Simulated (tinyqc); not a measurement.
Collinear exchange A + BC -> AB + C on a London-Eyring-Polanyi-Sato surface: saddle, string of images and rate: one step, computed by the program tinyqc. Command: `OMP_NUM_THREADS=1 python tinyqc.py 3110385 3110386 out.jsonl leps walk`. One thread of a shared host (Intel(R) Xeon(R) Processor @ 2.30GHz), about 0.06 s of CPU time with the checks.

x = r(AB), y = r(BC), r(AC) = x + y. V is counted from separated atoms, the barrier from A + BC, that is V + D(BC).

Task: One point of the surface. For each pair, with u = exp(-beta (r - r0)): Q = D [(3 + S) u^2 - (2 + 6 S) u]/(4 (1 + S)), J = D [(1 + 3 S) u^2 - (6 + 2 S) u]/(4 (1 + S)); V = Q1 + Q2 + Q3 - sqrt(((J1 - J2)^2 + (J2 - J3)^2 + (J3 - J1)^2)/2). Take x = r0(AB) + 0.3 and y = r0(BC) + 0.1 angstrom.

Inputs (values chosen for the exercise, bond data loosely for abstraction of hydrogen from a Si-H bond by a hydrogen atom; the barrier is not fitted):
```
quantity          value        unit
D(AB)              4.74          eV
r0(AB)            0.742    angstrom
beta(AB)           1.94  1/angstrom
D(BC)              4.05          eV
r0(BC)             1.48    angstrom
beta(BC)           1.52  1/angstrom
D(AC)              4.11          eV
r0(AC)             1.48    angstrom
beta(AC)           1.52  1/angstrom
Sato parameter S  0.099           -
```

Give: the table «Pair terms» with the columns u, Q (eV), J (eV), for pair = AB, BC, AC; V.

Result:

Pair terms:
```
pair       u   Q (eV)  J (eV)
AB    0.5588  -0.5196  -3.298
BC    0.8590   0.0538  -4.023
AC    0.1763  -0.3374  -0.984
```

V = -3.553 eV
